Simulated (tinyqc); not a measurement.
# Changing the time as a fraction of L^2/kappa, s

Model: electromigration in a confined line: Blech product, Korhonen stress evolution and Black's law. Computed by tinyqc, a small Python program. Command: `OMP_NUM_THREADS=1 python tinyqc.py 3023490 3023491 out.jsonl emigr sweep`. One thread of a shared host (Intel(R) Xeon(R) Processor @ 2.30GHz), about 0.01 s of CPU time with the checks.

The electron wind pushes atoms from the cathode (x = 0) to the anode (x = L); blocking ends build a back stress (tension positive). The input rho is taken not to change with temperature. d sigma/dt = d/dx [kappa (d sigma/dx + G)], with zero flux at both ends and sigma = sigma_0 at t = 0.

Inputs (values chosen for the exercise, close to those used for ruthenium lines): resistivity rho = 11.1 micro-ohm cm; atomic volume Omega = 13.6 angstrom^3; effective charge number Z* = 1.3; prefactor D0 = 1.3e-06 m^2/s; activation energy E = 1.35 eV; effective modulus B = 65 GPa; critical stress sigma_c = 430 MPa; initial stress sigma_0 = 74 MPa; current density j = 0.86 MA/cm^2; line length L = 21 um; test temperature T = 340 C.

Start: thermal stress.

Constants: e = 1.602176634e-19 C; k_B = 8.617333262e-05 eV/K; k_B = 1.380649e-23 J/K.

Method:
- G = Z* e rho j/Omega; D = D0 exp(-E/(k_B T)); kappa = D B Omega/(k_B T); drift velocity of an unconfined line v = D Z* e rho j/(k_B T). SI: 1 micro-ohm cm = 1e-8 ohm m, 1 MA/cm^2 = 1e10 A/m^2.
- Temperatures in kelvin are T(C) + 273.15.
- At steady state sigma(x) = sigma_0 + G (L/2 - x). A void forms only if the cathode stress reaches sigma_c, that is if j L exceeds (j L)_c = 2 Omega (sigma_c - sigma_0)/(Z* e rho). Time scale tau = L^2/kappa.
- sigma(x, t) = sigma_0 + G L [1/2 - x/L - 4 sum_(m odd) cos(m pi x/L) exp(-m^2 pi^2 s)/(m pi)^2], s = t/tau, summed to m = 399.
- The terms at x = 0 are 4 exp(-m^2 pi^2 s)/(m pi)^2; tau = L^2/kappa.

One run for each value:
```
time as a fraction of L^2/kappa, s  cathode stress at time s (MPa)  time t (h)
0.002                                                         89.5   2.253e-01
0.0043                                                        96.7   4.844e-01
0.0095                                                       107.8   1.070e+00
0.021                                                        124.2   2.365e+00
0.045                                                        147.4   5.069e+00
0.097                                                        179.7   1.093e+01
0.21                                                         211.8   2.365e+01
0.46                                                         226.2   5.181e+01
1                                                            227.5   1.126e+02
```

Over the rows, cathode stress at time s (MPa) rises from 89.5 to 227 (exponent d ln y / d ln x 0.10 between the first rows and 0.0075 between the last); time t (h) rises from 0.225 to 113 (exponent d ln y / d ln x about 1.0 throughout). At the high end the exponent of cathode stress at time s is 0.01, close to 0: the steady state. The part added by the current grows as 2 G L sqrt(s/pi) at first and levels off at G L/2 once s passes about 0.3.
